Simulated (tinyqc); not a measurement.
Quantum-confined Stark effect in a modulator well, step by step. Values are carried at full precision from step to step, so a last printed digit may differ when a step is redone from the rounded ones.

Constants: hbar^2/2m0 = 3.80998211 eV angstrom^2; e^2/(4 pi eps0) = 14.39964547 eV angstrom; hc = 1239.841984 eV nm.

Values chosen for the exercise (near those of an InGaAsP well in InP; not measured data):
```
symbol  value   unit      meaning
L       104     angstrom  well width
me      0.049   m0        electron, well
mh      0.369   m0        heavy hole along z, well
F       114     kV/cm     field
Vc      0.193   eV        conduction offset
Vv      0.275   eV        heavy-hole offset
meb     0.0782  m0        electron, barrier
mhb     0.515   m0        heavy hole, barrier
Eg      0.873   eV        gap of the well
mp      0.106   m0        heavy hole in the plane
eps     13                dielectric constant
dE      25      meV       operating point below the zero-field line
G       6       meV       half width of the exciton line
```

## Estimate for hard walls

Second order: each level moves by -C m (e F)^2 L^4/(2c), C = (15/pi^2 - 1)/(24 pi^2), c = hbar^2/2m0, 1 kV/cm = 1e-5 eV/angstrom. It holds while e F L is no more than about twice 3 c pi^2/(m L^2).

Estimate:
```
carrier     shift (meV)  e F L over the level spacing
electron          -2.15                          0.56
heavy hole       -16.16                          4.19
```

The hole, 7.5 times heavier, carries 88 % of the estimated shift; for it the ratio exceeds 3, so second order overstates its shift, by 13 % at a ratio of 3 and 60 % at 8.

## Levels and envelopes

Envelopes on cells of 0.5 angstrom over the well |z| < L/2 and 45 angstrom of barrier on each side, psi = 0 beyond, psi'/m continuous (mean mass between points), c = hbar^2/2m0. The electron sees + e F z and the hole - e F z, each with its offset in the barriers; 1 kV/cm = 1e-5 eV/angstrom. Light holes, band mixing and escape by tunnelling are left out.

Ground levels, squared overlap and separation <z>_h - <z>_e without and with the field.

Results:
```
F (kV/cm)  E_e (meV)  E_h (meV)  overlap^2  separation (angstrom)
0              32.31       7.26      0.946                    0.0
114            22.25     -12.07      0.331                   43.9
```

The electron level moves by -10.06 meV (4.7 times the hard-wall estimate, since it leaks into the barriers and sees a wider well) and the hole level by -19.32 meV (1.20 times). For the hole, saturation lowers the shift and leakage raises it, so a ratio near 1 is a coincidence.

## Exciton

Exciton: in-plane function exp(-rho/lam), 1/mu = 1/me + 1/mp, E(lam) = c/(mu lam^2) - (q/eps) times the integral over k of Fm(k)(1 + (k lam/2)^2)^(-3/2), Fm(k) the double integral of psi_e^2 psi_h^2 exp(-k |z - z'|), q = e^2/(4 pi eps0); binding Eb = -E at the minimum. Line at Eg + E_e + E_h - Eb, strength proportional to overlap^2/lam^2.

Minimise over lam without and with the field.

Results:
```
F (kV/cm)  lam (angstrom)  Eb (meV)  line (eV)      nm  overlap^2/lam^2 (1e-4/angstrom^2)
0                   161.6      6.40     0.9062  1368.2                             0.3622
114                 189.7      5.27     0.8779  1412.3                             0.0920
```

The weaker binding gives back 1.13 meV of the red shift, leaving 28.3 meV; the strength falls to 25 %.

## Contrast at the operating point

With a Gaussian line of half width G, the absorption at E_op = line(0) - dE is proportional to strength x exp(-ln2 ((E_op - line)/G)^2); continuum absorption is left out. Give it at both fields, relative to the zero-field peak.

E_op = 0.8812 eV
wavelength = 1407.0 nm

absorption without and with the field: 5.9e-06  0.21

The field changes the absorption by +0.21 of the zero-field peak. With dE above 2G the Gaussian tail at zero field is weak; real tails fall only exponentially and absorb more.

## Checks

- Zero-field levels against the matching condition of the square well, meV: largest difference 1.9e-01.
- Slope d(E_e + E_h)/dF against minus the separation (Hellmann-Feynman), angstrom: both -43.9.

Program tinyqc; command `OMP_NUM_THREADS=1 python tinyqc.py 1250160 1250161 out.jsonl`; about 0.1 s on one thread of a shared Intel(R) Xeon(R) Processor @ 2.30GHz.
